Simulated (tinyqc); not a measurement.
Tight binding, honeycomb lattice, step by step. Computed by tinyqc, a small Python program that keeps every step. Settings: t1 = 2.92, t2 = 0.39, phi = 1.57, delta = 0, points = 6. Command: `OMP_NUM_THREADS=1 python tinyqc.py 25468 25469 out.jsonl` (the two numbers bound the seeds that draw the settings). One thread of a shared host (Intel(R) Xeon(R) Processor @ 2.60GHz), about 0.01 s of CPU time with the checks.

## Bloch Hamiltonian at k

Parameters chosen for this model:
```
parameter     value                        unit
t1         2.920000                 eV, nearest
t2         0.390000       eV, second neighbours
phi        1.570000  rad, phase of t2 (Haldane)
delta             0          eV, +/- on A and B
```

k point k (fractions of the reciprocal vectors): 0.310000  0.180000

H_AB = -t1 (1 + exp(-i k.a1) + exp(-i k.a2)); H_AA = delta - 2 t2 sum cos(k.b + phi), H_BB = -delta - 2 t2 sum cos(k.b - phi), b = a1, a2 - a1, -a2.

H(k) at k (eV):
```
                     A                    B
A            -0.549596  -3.088352+5.357042i
B  -3.088352-5.357042i             0.548674
```

## Levels at k

Diagonalise the Hermitian matrix.

eigenvalues (eV): -6.208308  6.207386

weights |c|^2 of the basis functions:
```
     band 1    band 2
A  0.544229  0.455771
B  0.455771  0.544229
```

## Bloch Hamiltonian at K

k point K (fractions of the reciprocal vectors): 0.333333  0.666667

As before.

H(k) at K (eV):
```
          A          B
A  2.027431   0.000000
B  0.000000  -2.025567
```

## Levels at K

As before.

eigenvalues (eV): -2.025567  2.027431

weights |c|^2 of the basis functions:
```
     band 1    band 2
A  0.000000  1.000000
B  1.000000  0.000000
```

## Bands along a path

The same steps at evenly spaced points between the labelled ones.

Bands along the path (eV):
```
k             band 1    band 2
G          -8.761863  8.758137
G-K 0.33   -7.398480  7.396361
G-K 0.67   -4.133501  4.134237
K          -2.025567  2.027431
K-M 0.33   -2.355013  2.356701
K-M 0.67   -2.767827  2.769210
M          -2.919379  2.920621
M-K' 0.33  -2.767827  2.769210
M-K' 0.67  -2.355013  2.356701
K'         -2.025567  2.027431
```

With 1 band(s) filled, the highest filled level on these points lies at K and the lowest empty one at K: a gap of 4.0530 eV, direct.

## Chern number of the lower band

On a 6 x 6 mesh, the phase of the product of overlaps around each plaquette (k1 then k2); the sum over 2 pi is an integer.

plaquette phases (rad):
```
           1          2          3          4          5          6
1   0.000000  -0.005743  -0.110968  -0.170346   0.049214   0.019401
2  -0.005743  -0.050289  -0.163486  -0.571510   0.000000   0.049214
3  -0.110968  -0.163486  -0.370653  -0.794373  -0.571510  -0.170346
4  -0.170346  -0.571510  -0.794373  -0.370653  -0.163486  -0.110968
5   0.049214   0.000000  -0.571510  -0.163486  -0.050289  -0.005743
6   0.019401   0.049214  -0.170346  -0.110968  -0.005743   0.000000
```

Chern number = -1.000000
